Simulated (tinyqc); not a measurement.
What the corrections do to the levels: formation energy of a charged point defect from supercell energies. Computed by tinyqc, a small Python program. Command: `OMP_NUM_THREADS=1 python tinyqc.py 3022421 3022422 out.jsonl formation walk`. One thread of a shared host (Intel(R) Xeon(R) Processor @ 2.30GHz), about 0.01 s of CPU time with the checks.

The host is a compound AB. Making the defect adds n_A = -1, n_B = 0, n_X = 1 atoms to the cell. All total energies are inputs. E_F is counted from the valence-band maximum (VBM); x = 0 is A-rich and x = 1 B-rich growth.

Inputs (values chosen for the exercise, with gap and screening modelled on GaN):

| quantity | value | unit |
|---|---|---|
| E_VBM of the host cell | 6.468 | eV |
| potential alignment dV | -0.02 | eV |
| dielectric constant eps | 9.13 | - |
| cell length L | 12.5 | angstrom |
| mu_A of the pure element | -3.598 | eV |
| formation enthalpy dH of AB | -0.964 | eV |
| growth condition x | 0.41 | - |
| mu_X of the pure element | -2.017 | eV |
| formation enthalpy of XB | -1.6 | eV |

Defect: impurity X on an A site. Supercell lattice: fcc.

charge states q: 2  1  0  -1  -2

E(defect, q) - E(host), in the order of q (eV): -11.108  -3.206  4.451  12.686  21.501

Constants: e^2/(4 pi eps_0) = 14.39964548 eV angstrom.

Method:
- dmu_A = x dH and dmu_B = (1 - x) dH, so that dmu_A + dmu_B = dH; mu = mu(element) + dmu. The impurity is held at its solubility limit: dmu_X = min(0, dH(XB) - dmu_B).
- The reservoir term is sum n_i mu_i.
- Image-charge correction of a point charge in a neutralising background: E_corr = q^2 alpha e^2/(4 pi eps_0) / (2 eps L), alpha = 2.888282 for a fcc array with L the cube root of the volume.
- E_f(q, E_F) = [E(defect, q) - E(host)] - sum n_i mu_i + q (E_VBM + dV + E_F) + E_corr(q).
- Levels eps(q/q-1) with the terms q dV and E_corr left out or kept.

E_f(q, 0) (eV): (q=+2) 1.57185, (q=+1) 2.47921, (q=0) 3.50600, (q=-1) 5.47521, (q=-2) 8.38885

E_corr (eV): (q=+2) 0.728854, (q=+1) 0.182214, (q=0) 0.000000, (q=-1) 0.182214, (q=-2) 0.728854

Levels above the VBM (eV):

| level | raw | with alignment | with image charge | with both |
|---|---|---|---|---|
| (+2/+1) | 1.434 | 1.454 | 0.8874 | 0.9074 |
| (+1/0) | 1.189 | 1.209 | 1.0068 | 1.0268 |
| (0/-1) | 1.767 | 1.787 | 1.9492 | 1.9692 |
| (-1/-2) | 2.347 | 2.367 | 2.8936 | 2.9136 |

Alignment moves every level by -dV = +0.020 eV. The image term moves eps(q/q-1) by (1 - 2q) E_corr(1): (+2/+1) by -0.547, (+1/0) by -0.182, (0/-1) by +0.182, (-1/-2) by +0.547 eV, donor levels down and acceptor levels up. It adds 2 E_corr(1) = 0.364 eV to every U, which turns an apparent negative U of the raw energies into a positive one.
